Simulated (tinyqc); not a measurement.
# Liquidus of a compound AB in a simple-solution melt, liquid-phase epitaxy and vapour pressures, step by step

A worked calculation. Computed by tinyqc, a small Python program that keeps every step. Command: `OMP_NUM_THREADS=1 python tinyqc.py 3006339 3006340 out.jsonl liq35 walk`. One thread of a shared host (Intel(R) Xeon(R) Processor @ 2.30GHz), about 0.05 s of CPU time with the checks. Intermediate numbers are printed to about 6 digits and carried at full precision; extremes and crossings named in words are read from the listed rows.

x is the atom fraction of B in the melt. The melt is a simple solution: R T ln gamma_B = W (1 - x)^2, R T ln gamma_A = W x^2, W = a + b T. The solid AB is stoichiometric.

Inputs (values chosen for the exercise, for a model compound):
```
quantity                                 value       unit
melting point T_F                         1401          K
entropy of fusion S_F                     62.7  J/(mol K)
interaction a                             14.8     kJ/mol
interaction slope b                      -15.8  J/(mol K)
saturation temperature T                   825          K
step dT                                     10          K
cooling rate c                            0.94      K/min
growth time t                             0.58        min
diffusivity in the melt D                7e-05     cm^2/s
molar volume of the melt V_L              16.6   cm^3/mol
lattice constant a0                      5.869   angstrom
melt depth w                               8.3         mm
heat of evaporation of A                   273     kJ/mol
entropy of evaporation of A                111  J/(mol K)
heat of evaporation of B as (1/2) B2       105     kJ/mol
entropy of evaporation of B as (1/2) B2     61  J/(mol K)
```

Growth programme: supercooling (step, then ramp).

Constants: R = 8.314462618 J/(mol K); N_A = 6.02214076e+23 1/mol; k_B = 8.617333262e-05 eV/K.

## Solubility on the A-rich side

Liquidus (Vieland): f(x) = R T ln[4 x (1 - x)] + 2 W (1/2 - x)^2 + S_F (T_F - T) = 0. Newton steps with f' = (1 - 2x)[R T/(x (1 - x)) - 2 W], from the dilute estimate x = (1/4) exp[-(S_F (T_F - T) + W/2)/(R T)]; stop below 1e-13; f under 1e-6 shown as 0.

W = 1.765 kJ/mol

Newton steps:
```
step           x     f (J/mol)   f' (J/mol)
1     0.00113628  -1.18052e+01  6.02633e+06
2     0.00113824  -1.01819e-02  6.01594e+06
3     0.00113824             0  6.01594e+06
```

solubility x = 0.00113824

The dilute estimate is 0.998 of the root. An ideal melt (W = 0) would dissolve x = 0.0013; the B-rich branch lies at 1 - x.

## Slope of the liquidus

dx/dT = -(df/dT)/f', df/dT = R ln[4 x (1 - x)] + 2 b (1/2 - x)^2 - S_F, f' = (1 - 2x)[R T/(x (1 - x)) - 2 W]. Concentrations: C_L = x N_A/V_L in the melt, C_S = 4/a0^3 in the solid; m = dT/dC_L.

dx/dT = 1.91832e-05 1/K

C_L = 4.12932e+19 1/cm^3

C_S = 1.97864e+22 1/cm^3

slope m = 1.43693e-18 K cm^3

apparent heat of solution k_B T^2 d ln x/dT = 0.988476 eV

## Layer thickness

Semi-infinite melt (Hsieh): step d = 2 dT sqrt(D t/pi)/(C_S m); ramp d = (4/3) c sqrt(D/pi) t^(3/2)/(C_S m); supercooling is their sum. A melt of depth w can give at most w (undercooling)/(C_S m).

thickness d = 0.203000 micrometre

largest thickness from this melt = 3.07843 micrometre

sqrt(D t)/w = 0.0594649

The layer uses 7 % of what the melt could give.

## Three programmes

The formulas are those given above.

Thickness (micrometre):
```
t (min)     step         ramp  supercooling  sqrt(D t) (mm)
0.2      0.11502  1.44164e-03       0.11647         0.28983
0.5      0.18187  5.69859e-03       0.18757         0.45826
1.0      0.25720  1.61181e-02       0.27332         0.64807
2.0      0.36374  4.55887e-02       0.40933         0.91652
5.0      0.57512  1.80205e-01       0.75533         1.44914
10.0     0.81335  5.09698e-01       1.32304         2.04939
20.0     1.15025  1.44164e+00       2.59189         2.89828
```

Step cooling goes as t^(1/2), ramp cooling as t^(3/2); they are equal at t = 3 dT/(2 c) = 16.0 min. The local exponent of their sum runs from 0.52 to 0.97. Rows with sqrt(D t) above about half the depth of 8.3 mm are overestimates. In the late ramp rows the undercooling is so large that the liquidus slope is not constant.

## Vapour pressures and congruent evaporation

Over the A-rich liquidus: p_A = gamma_A (1 - x) exp(S_A/R - H_A/(R T)), p_B2 = [gamma_B x exp(S_B/R - H_B/(R T))]^2, in bar. Free evaporation is congruent while the A flux over this liquidus is at least the B flux; with A and B2 taken as equal in mass for the estimate, T_c solves p_A = 2 p_B2.

log10 p_A = -11.4871

log10 p_B2 = -12.5879

congruent temperature T_c = 945.940 K

T is below T_c: the surface evaporates congruently and no droplets form.

## The liquidus

The formulas are those given above.

Solubility; ideal: W = 0; dilute: (1/4) exp[-(S_F (T_F - T) + W/2)/(R T)]:
```
T (K)            x        ideal       dilute  W (kJ/mol)
700    9.52291e-05  1.31302e-04  9.52083e-05      3.7400
813    9.27078e-04  1.07087e-03  9.25723e-04      1.9546
925    5.12546e-03  5.18652e-03  5.09794e-03      0.1850
1037   1.96705e-02  1.80411e-02  1.94207e-02     -1.5846
1149   5.82408e-02  5.03610e-02  5.70025e-02     -3.3542
1261   1.43041e-01  1.23472e-01  1.38183e-01     -5.1238
1345   2.64781e-01  2.40450e-01  2.43694e-01     -6.4510
1387   3.80745e-01  3.64637e-01  3.15390e-01     -7.1146
```

x over the ideal value is 0.73 in the first row and 1.04 in the last, and lies between 0.73 and 1.16: W > 0 lowers the solubility and W < 0 raises it, by about exp(-W/(2 R T)) when dilute. The dilute form is within 5 % in 6 of the eight rows. Near T_F the liquidus closes as a parabola about x = 1/2.

Checks made by the program: x against bracketed root finding (relative difference below 1e-10).
